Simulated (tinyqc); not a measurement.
Weakening the contact bond: metal-induced gap states at the contact of a metal chain and a two-band chain.

The semiconductor alternates sites A at -Eg/2 and C at +Eg/2 with hopping -t; the gap runs from -Eg/2 to Eg/2. In the gap cosh(q a) = 1 + (Eg^2/4 - E^2)/(2 t^2) and the amplitude changes by -exp(-q a) a period. The metal has site energy 0 and hopping -tm; its end site has g_m = (E - i sqrt(4 tm^2 - E^2))/(2 tm^2). Sites 1, 2, ... count into the semiconductor, with energies e1, e2 alternating. The clean half chain has g1 = 1/(E - e1 - t^2 g2), g2 = 1/(E - e2 - t^2 g1), decaying root. With the contact G11 = 1/(1/g1 - tc^2 g_m), and the density on site j is -Im G_jj/pi = |psi_j/psi_1|^2 (-Im G11/pi), per spin, with psi_2/psi_1 = -t g2, psi_3/psi_2 = -t g1.

Constants: e^2/(4 pi eps0) = 14.39964547 eV angstrom.

Inputs chosen for the exercise (gap and optical dielectric constant near those of GaN; the chain itself is a model; the results hold for these values, not for the real material): Eg = 3.37 eV (gap); t = 2.61 eV (hopping in the semiconductor); tm = 2.92 eV (hopping in the metal); end = C (site that touches the metal); a = 3.19 angstrom (period (two sites); one chain for each area a^2); eps = 5.3 (dielectric constant); E = -0.22 eV (energy from mid-gap).

At the given E, tc is varied, as by a thin spacer. xi = 1/(2q), N = 2 (summed density)/a^2, S = 1/(1 + 4 pi e^2 N xi/eps) with xi and eps kept.

Against tc:

| tc (eV) | D1 (1/eV) | summed density (1/eV) | S |
|---|---|---|---|
| 0.10 | 0.00007 | 0.00015 | 0.9974 |
| 0.25 | 0.00041 | 0.00097 | 0.9838 |
| 0.50 | 0.00164 | 0.00388 | 0.9382 |
| 0.80 | 0.00420 | 0.00992 | 0.8557 |
| 1.20 | 0.00938 | 0.02218 | 0.7262 |
| 1.80 | 0.02015 | 0.04763 | 0.5526 |
| 2.50 | 0.03313 | 0.07832 | 0.4289 |
| 3.50 | 0.04052 | 0.09577 | 0.3805 |

For a weak bond the density goes as tc^2 (ratio 6.25 between 0.25 and 0.1 eV, against 6.25). It is largest at tc = 3.5 eV among these rows, the end of the table; the peak may lie just before or beyond it. S is 0.997 at 0.1 eV and has its least value, 0.381, in that row.

Computed by tinyqc, a small Python program: `OMP_NUM_THREADS=1 python tinyqc.py 1451558 1451559 out.jsonl` (the numbers bound the seed that draws the inputs); one thread of a shared host (Intel(R) Xeon(R) Processor @ 2.30GHz), about 0.01 s for the whole set of steps.
